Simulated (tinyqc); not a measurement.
Inside a calculation. Method: Hubbard chain of 5 sites. Computed by tinyqc, a small Python program that keeps every step. Settings: hopping = 1.91, U = 3.1, mixing = 0.5, iteration cap = 90. Command: `OMP_NUM_THREADS=1 python tinyqc.py 24395 24396 out.jsonl` (the two numbers bound the seeds that draw the settings). One thread of a shared host (Intel(R) Xeon(R) Processor @ 2.60GHz), about 0.2 s of CPU time with the checks. Later iterations appear only in the table of the cycle.

## Mean-field iteration 1

one-body matrix (hopping and site energies) (eV), lower triangle:
```
          1         2         3         4        5
1   0.00000
2  -1.91000   0.00000
3   0.00000  -1.91000   0.00000
4   0.00000   0.00000  -1.91000   0.00000
5   0.00000   0.00000   0.00000  -1.91000  0.00000
```

U = 3.10000 eV

electrons, up and down: 3  3

mixing = 0.50000

n(up) at the start (a guess, not normalised): 1 1.00000, 2 0.15000, 3 1.00000, 4 0.15000, 5 1.00000

n(down) at the start (a guess): 1 0.15000, 2 1.00000, 3 0.15000, 4 1.00000, 5 0.15000

H(up) = T + U n(down), H(down) = T + U n(up); fill the lowest levels; n(new) = n + mixing (n(out) - n); E = tr T (rho up + rho down) + U sum n_up n_down of the output.

levels, up (eV): -1.77841  -0.53782  0.46500  4.10282  5.34341

levels, down (eV): -1.77841  -0.53782  3.10000  4.10282  5.34341

energy = -4.18109 eV

n(up) after iteration 1: 1 0.91973, 2 0.20778, 3 0.89500, 4 0.20778, 5 0.91973

n(down) after iteration 1: 1 0.32194, 2 0.86722, 3 0.34667, 4 0.86722, 5 0.32194

## Mean-field iteration 2

As before.

levels, up (eV): -1.53980  -0.24544  1.02377  3.93185  5.27712

levels, down (eV): -1.75744  -0.45824  2.82534  3.95350  5.20185

energy = -4.45913 eV

n(up) after iteration 2: 1 0.85455, 2 0.27325, 3 0.81938, 4 0.27325, 5 0.85455

n(down) after iteration 2: 1 0.41649, 2 0.78489, 3 0.45972, 4 0.78489, 5 0.41649

## Mean-field iteration 3

As before.

levels, up (eV): -1.44384  -0.13138  1.33620  3.85568  5.25708

levels, down (eV): -1.70782  -0.36375  2.61235  3.85996  5.13177

energy = -4.60174 eV

n(up) after iteration 3: 1 0.80454, 2 0.33122, 3 0.76599, 4 0.33122, 5 0.80454

n(down) after iteration 3: 1 0.47467, 2 0.72743, 3 0.52706, 4 0.72743, 5 0.47467

## Convergence

Each step fills the lowest levels of T + U n(other spin) and sets n(new) = n + mixing (n(out) - n); stop when output and input agree to 1e-8.

Course of the cycle:
```
iteration      E (eV)  largest |n(out) - n(in)|  mean |n_up - n_down|
1          -4.1810883                  3.93e-01               0.37512
2          -4.4591307                  2.26e-01               0.29107
3          -4.6017449                  1.35e-01               0.22463
4          -4.6802677                  9.33e-02               0.17325
5          -4.7250737                  7.25e-02               0.13365
6          -4.7510874                  5.57e-02               0.10316
7          -4.7663592                  4.27e-02               0.07968
8          -4.7753979                  3.27e-02               0.06159
9          -4.7807806                  2.51e-02               0.04765
10         -4.7840014                  1.93e-02               0.03689
11         -4.7859358                  1.49e-02               0.02858
...               ...                       ...                   ...
59         -4.7888869                  9.75e-08              2.00e-07
60         -4.7888869                  7.62e-08              1.57e-07
61         -4.7888869                  5.95e-08              1.22e-07
62         -4.7888869                  4.65e-08              9.56e-08
63         -4.7888869                  3.63e-08              7.47e-08
64         -4.7888869                  2.84e-08              5.83e-08
65         -4.7888869                  2.22e-08              4.56e-08
66         -4.7888869                  1.73e-08              3.56e-08
67         -4.7888869                  1.35e-08              2.78e-08
68         -4.7888869                  1.06e-08              2.17e-08
69         -4.7888869                  8.25e-09              1.70e-08
```

local moments n_up - n_down: 1 0.00000, 2 0.00000, 3 0.00000, 4 0.00000, 5 0.00000

Converged in 69 iterations. Before convergence this energy mixes input and output and is not variational, so it may rise towards its limit.

## Exact diagonalisation (100 states)

Lowest levels of the sector, and the double occupancy of the lowest state.

lowest levels (eV): -5.22709  -3.90529  -3.17896  -2.65521  -2.17846  -1.99348

double occupancy per site = 0.30833

The mean-field solution above lies 0.4382 eV above the exact energy.

## The lowest level by Lanczos steps

From a random start vector (not printed): a_j = <q_j|H|q_j>, b_j = norm of the remainder after orthogonalising; the Ritz value is the lowest eigenvalue of the tridiagonal matrix of a and b so far.

Lanczos:
```
j   a_j (eV)  b_j (eV)  lowest Ritz value (eV)
1    2.09698   5.36466               2.0969797
2    3.26741   5.98857              -2.7142873
3    5.97897   5.11062              -4.5088067
4    5.96333   5.05506              -4.9813051
5    5.39613   4.79129              -5.1364792
6    5.10275   4.79927              -5.1930114
7    6.16171   5.03296              -5.2131104
8    6.49898   5.60164              -5.2200040
9    5.03281   5.66450              -5.2237080
10   7.79791   5.51019              -5.2258694
```
